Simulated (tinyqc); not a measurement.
Length of a polyene: Hueckel, PPP and singles CI along the polyenes. Computed by the program tinyqc. Command: `OMP_NUM_THREADS=1 python tinyqc.py 114291 114292 out.jsonl`; one thread of a shared host (Intel(R) Xeon(R) Processor @ 2.60GHz), about 0.1 s.

All-trans chains of carbon centres 1.40 angstrom apart:
```
parameter                               value
beta (eV), times 1 +/- alternation  -2.280000
alternation                          0.070000
W (eV)                              11.160000
gamma_rr (eV)                       10.210000
repulsion formula                        Ohno
```

Hueckel uses the same beta without repulsion; CIS keeps all single excitations and so misses the low, doubly excited 2Ag state. W is the valence ionisation energy of a centre, MN the Mataga-Nishimoto formula, f the oscillator strength.

Gaps and excitations (eV):
```
centres  Hueckel gap  PPP orbital gap  bright singlet (CIS)      f  lowest triplet (CIS)
2              4.879           12.125                 6.361  0.545                 3.397
4              3.200            9.698                 5.013  1.017                 2.428
6              2.433            8.474                 4.222  1.422                 1.967
8              2.000            7.749                 3.714  1.780                 1.719
10             1.722            7.280                 3.366  2.104                 1.573
12             1.531            6.956                 3.117  2.405                 1.480
```

The Hueckel gap tends to 4 x alternation x |beta| = 0.64 eV for long chains. Exchange opens the PPP orbital gap, and the attraction of electron and hole brings the bright state 3.84 eV below it at 12 centres; the triplet lies 1.64 eV lower still.
